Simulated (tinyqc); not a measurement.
What moves the results: alloy A(1-x)B(x) by interpolation with bowing. A value that a table varies takes the place of the one given here.

Each gap follows E(x) = (1 - x) E_A + x E_B - C x (1 - x); the lattice constant follows Vegard, a(x) = (1 - x) a_A + x a_B.

Mass at Gamma from the Kane formula 1/m = F + Ep (Eg + 2 Dso/3)/(Eg (Eg + Dso)). F is fixed by the masses of A and B and interpolated linearly, as is Ep; Eg and Dso carry their bowing.

Constants: hc = 1239.841984 eV nm.

Inputs chosen for the exercise (A near GaAs, B near AlAs; the results hold for these values, not for the real material):
- a = (5.651, 5.658) angstrom (lattice constant of A, B)
- Eg = (1.524, 3.116) eV (gap at Gamma to the s-like level of A, B)
- EgX = (1.96, 2.218) eV (gap to the lowest valley along Gamma-X of A, B)
- EgL = (1.837, 2.464) eV (gap to L of A, B)
- C = (0.399, 0.051, 0) eV (bowing of the Gamma, X and L gaps)
- Dso = (0.341, 0.28) eV (spin-orbit splitting of A, B)
- Ep = (25.4, 21) eV (Kane energy of A, B)
- me = (0.0675, 0.1486) m0 (electron mass at Gamma of A, B)
- Cs = 0 eV (bowing of Dso)
- x = 0.36 (fraction of B)

## Gaps across the alloy

Eleven compositions.

Gaps (eV):
```
x    a (angstrom)  Gamma      X      L  lowest  wavelength (nm)
0.0        5.6510  1.524  1.960  1.837   Gamma              814
0.1        5.6517  1.647  1.981  1.900   Gamma              753
0.2        5.6524  1.779  2.003  1.962   Gamma              697
0.3        5.6531  1.918  2.027  2.025   Gamma              646
0.4        5.6538  2.065  2.051  2.088       X              605
0.5        5.6545  2.220  2.076  2.151       X              597
0.6        5.6552  2.383  2.103  2.213       X              590
0.7        5.6559  2.555  2.130  2.276       X              582
0.8        5.6566  2.734  2.158  2.339       X              574
0.9        5.6573  2.921  2.188  2.401       X              567
1.0        5.6580  3.116  2.218  2.464       X              559
```

How do the results move?

The lowest valley changes at x = 0.389 (Gamma to X, gap 2.048 eV). The Gamma gap is monotonic, since its bowing (0.399 eV) is smaller than the difference of the end gaps (1.592 eV); at x = 0.5 bowing lowers it by C/4 = 0.100 eV.

## Three ways to interpolate a mass

Linear in m, linear in 1/m, and the Kane formula.

Masses (m0):
```
x      Eg (eV)  linear in m  linear in 1/m    Kane  Kane m/Eg (1/eV)
0.000    1.524       0.0675         0.0675  0.0675            0.0443
0.125    1.679       0.0776         0.0724  0.0754            0.0449
0.250    1.847       0.0878         0.0782  0.0839            0.0454
0.375    2.027       0.0979         0.0849  0.0932            0.0460
0.500    2.220       0.1080         0.0928  0.1032            0.0465
0.625    2.425       0.1182         0.1024  0.1138            0.0469
0.750    2.643       0.1283         0.1143  0.1249            0.0473
0.875    2.873       0.1385         0.1292  0.1366            0.0475
1.000    3.116       0.1486         0.1486  0.1486            0.0477
```

What does this show?

At x = 0.5 the three give 0.1081, 0.0928 and 0.1032; judged by the largest distance, the Kane value is closer to the interpolation in m (largest distances 0.0049 m0 from the rule in m, 0.0113 m0 from the rule in 1/m). The ratio m/Eg varies by a factor of 1.08 while the gap varies by 2.04; a constant ratio is the two-band rule m = Eg/Ep at fixed Ep.

## What each parameter does

Gaps at x and the Kane mass. Each row changes one parameter from the base and keeps the others.

Results:
```
case                        Gamma (eV)  X (eV)  L (eV)  mass (m0)
base                            2.0052  2.0411  2.0627     0.0921
x = 0.4                         2.0650  2.0510  2.0878     0.0952
C = (0.499, 0.151, 0.1) eV      1.9822  2.0181  2.0397     0.0910
Eg = (1.6, 3.116) eV            2.0538  2.0411  2.0627     0.0905
EgX = (1.96, 2.107) eV          2.0052  2.0012  2.0627     0.0921
EgL = (1.745, 2.464) eV         2.0052  2.0411  2.0038     0.0921
Ep = (27.9, 23.1) eV            2.0052  2.0411  2.0627     0.0929
Cs = 0.05 eV                    2.0052  2.0411  2.0627     0.0919
```

How do the results move?

The largest shifts from the base row, up to three for each result and ties (the steps differ in size, so this ranks the rows, not the parameters). Gamma (eV): x +0.0598, Eg +0.0486, C -0.0230; unchanged at the printed digits by EgX, EgL, Ep and Cs. X (eV): EgX -0.0400, C -0.0230, x +0.0098; unchanged at the printed digits by Eg, EgL, Ep and Cs. L (eV): EgL -0.0589, x +0.0251, C -0.0230; unchanged at the printed digits by Eg, EgX, Ep and Cs. mass (m0): x +0.0031, Eg -0.0016, C -0.0011; unchanged at the printed digits by EgX and EgL.

Computed by tinyqc, a small Python program: `OMP_NUM_THREADS=1 python tinyqc.py 1050445 1050446 out.jsonl` (the numbers bound the seed that draws the inputs); one thread of a shared host (Intel(R) Xeon(R) Processor @ 2.30GHz), about 0.01 s for the whole set of steps.
